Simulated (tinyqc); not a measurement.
Inside a calculation. Model: threshold-voltage variability of a planar MOSFET, analytic estimates.

tinyqc, about 0.01 s, one thread, Intel Xeon 2.30GHz (shared host): `OMP_NUM_THREADS=1 python tinyqc.py 2090119 2090120 out.jsonl` Printed values are rounded.

Three independent sources add in quadrature: random dopants in the depleted layer, metal-gate grains of two orientations, and roughness of the two gate edges acting through the roll-off VT = VT(long) - Vr exp(-L/l). These are first-order estimates: no three-dimensional electrostatics, no percolation.

Parameters, values chosen for the exercise; material values close to those of silicon: temperature T = 350 K; band gap Eg = 1.13 eV; relative permittivity of the semiconductor eps_r = 11.6; conduction-band density of states at T Nc = 3.57e19 cm^-3; valence-band density of states at T Nv = 3.33e19 cm^-3; channel doping Na = 3.5e17 cm^-3; oxide-equivalent thickness in inversion ti = 2.5 nm; gate length L = 25 nm; gate width W = 66 nm; metal grain size G = 5 nm; work-function difference of the two grain orientations dW = 0.3 eV; share of the orientation of higher work function p = 0.6; rms roughness of one gate edge De = 1.9 nm; correlation length of the roughness La = 20 nm; decay length of the threshold roll-off l = 6.7 nm; prefactor of the roll-off Vr = 2.3 V; subthreshold factor n = 1.28; gm/I of a matched pair gI = 25 1/V; spread of the gain factor of one device sb = 2.7 %; number of cells Nb = 33554432; wanted yield Y = 0.49.

Constants: q = 1.602176634e-19 C, kB = 1.380649e-23 J/K, Vt = kB T/q, eps0 = 8.8541878128e-14 F/cm where lengths are in cm. Results are converted to the units shown.

Range of the model: The depletion depth exceeds L, so source and drain share much of the charge and the dopant estimate is rough. gI s exceeds 0.2, so the linear formula for the current mismatch is only a rough guide.

## Random dopants

ni = sqrt(Nc Nv) exp(-Eg/(2 Vt)), Eg in volts; Cox = 3.9 eps0/ti; Wd = sqrt(4 eps0 eps_r Vt ln(Na/ni)/(q Na)); dopants: s1 = (q/Cox) sqrt(Na Wd/(3 L W)). The slope A1 = s1 sqrt(L W); mean number of dopants Na L W Wd.

Cox = 1.381253 uF/cm^2
Wd = 55.90270 nm
mean number of dopants = 32.28381
A1 = 0.9367568 mV um
s1 = 23.06136 mV

Counting alone, 1/sqrt(N) of the depletion voltage q Na Wd/Cox = 227 mV, would give sqrt(3) times more: dopants deep in the layer act less on the surface.

## Metal grains and edge roughness

Grains: Ng = L W/G^2 (at least 1), s2 = dW sqrt(p (1 - p)/Ng). Edges, with exponential correlation and u = W/La: the mean gate length has sL^2 = 2 De^2 (2/u)[1 - (1 - exp(-u))/u]; s3 = sL (Vr/l) exp(-L/l).

Ng = 66
s2 = 18.09068 mV
sL = 1.760306 nm
dVT/dL = 8.225290 mV/nm
s3 = 14.47903 mV

## Total spread, mismatch and leakage

s = sqrt(s1^2 + s2^2 + s3^2). For a pair: s(dVT) = sqrt(2) s; current mismatch sqrt(2) sqrt((gI s)^2 + sb^2); input offset = current mismatch/gI. For a Gaussian VT the off current is log-normal with mean/median = exp(s^2/(2 (n Vt)^2)).

s = 32.69161 mV
s(dVT) = 46.23291 mV
current mismatch = 115.6453 %
input offset = 46.25814 mV
mean/median of Ioff = 1.431242

The dopants give 49.8 % of the variance; without them s would be 23.2 mV. A current mismatch this large is beyond the linear estimate.

## Iteration 1: margin in standard deviations for the wanted yield

k at the start = 4

Cells fail independently with probability Q(k) = erfc(k/sqrt(2))/2 when the margin is k standard deviations, and Y = exp(-Nb Q(k)). phi = exp(-k^2/2)/sqrt(2 pi). Newton steps on ln Q(k) = ln(-ln(Y)/Nb): k(new) = k + [ln Q - ln(-ln(Y)/Nb)] Q/phi.

Q(k) = 3.167124e-5
phi = 1.338302e-4
k after iteration 1 = 5.729068

## Iteration 2: margin in standard deviations for the wanted yield

As before.

Q(k) = 5.049201e-9
phi = 2.976158e-8
k after iteration 2 = 5.485176

## Course of the iteration: margin in standard deviations for the wanted yield

Stop when k changes by less than 1e-9, or after 30 iterations.

Course of the iteration:
```
iteration	k	|change|
1	5.729068	1.73
2	5.485176	0.244
3	5.480059	5.12e-3
4	5.480057	2.25e-6
5	5.480057	4.36e-13
```

Converged in 5 iterations. At the end the number of correct digits about doubles with each step. With s(dVT) = 46.2 mV, 5.48 standard deviations are 253 mV.
